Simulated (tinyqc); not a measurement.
How errors in the targets pass to the parameters: fitting sp3s* parameters to three gaps by Newton steps.

J:
```
            Vss    Vsapc     Vpaxc
Gamma  -0.83587  0.00000   0.00000
X       0.00000  0.29043   0.00000
L      -0.16779  0.26668  -0.10922
```

The gaps at Gamma, X and L of an sp3s* model are fitted with Vss, Vsapc and Vpaxc; J holds the derivatives of the gaps by these parameters at the start. The change of each parameter for +10 meV on one target is 10 J^-1, in meV.

Shifts (meV):

| target raised | Vss | Vsapc | Vpaxc |
|---|---|---|---|
| Gamma | -12.0 | 0.0 | 18.4 |
| X | 0.0 | 34.4 | 84.1 |
| L | 0.0 | 0.0 | -91.6 |

root sum of squares (meV): Vss 12.0, Vsapc 34.4, Vpaxc 125.7

What can be read from this table?

Independent errors of 10 meV leave Vpaxc least certain (126 meV) and Vss best fixed (12.0 meV). The largest single entry, 92 meV, comes from the target at L.

Run: tinyqc, `OMP_NUM_THREADS=1 python tinyqc.py 1452118 1452119 out.jsonl`; Intel(R) Xeon(R) Processor @ 2.30GHz, one thread, shared host; about 0.1 s of CPU time with all checks.
